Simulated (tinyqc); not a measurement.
Inverter chain driving a load.

N inverters, each f = Hc^(1/N) times larger than the one before: delay tau N (f + pp). Switched capacitance in units of the first input, with output capacitance pp times the input: Hc + (1 + pp)(Hc - 1)/(f - 1).

Inputs (values chosen for the exercise):
```
symbol,value,unit,meaning
Hc,1700,,load over the input capacitance of the chain
pp,1,,parasitic delay of an inverter
tau,7.2,ps,delay unit
```

Results:

| N | f | delay (ps) | switched capacitance |
|---|---|---|---|
| 3 | 11.93 | 279.4 | 2011 |
| 4 | 6.421 | 213.7 | 2327 |
| 5 | 4.427 | 195.4 | 2692 |
| 6 | 3.455 | 192.4 | 3084 |
| 8 | 2.534 | 203.6 | 3915 |
| 9 | 2.285 | 212.9 | 4344 |
| 10 | 2.104 | 223.5 | 4778 |

Estimate the missing row, N = 7.

Computed row:

| N | f | delay (ps) | switched capacitance |
|---|---|---|---|
| 7 | 2.894 | 196.3 | 3494 |

With this row back in the table: The delay goes from 279 through a minimum of 192 (at N = 6 among the rows listed) to 223 ps. The best stage effort solves pp + rho (1 - ln rho) = 0, rho = 3.59, which gives N = ln Hc/ln rho = 5.82. One stage fewer than the best costs 1.5 % in delay and saves 13 % of the switched capacitance.

Computed by the program tinyqc: `OMP_NUM_THREADS=1 python tinyqc.py 2082199 2082200 out.jsonl`, one thread of a shared Intel Xeon 2.30GHz, about 0.01 s for the whole run.
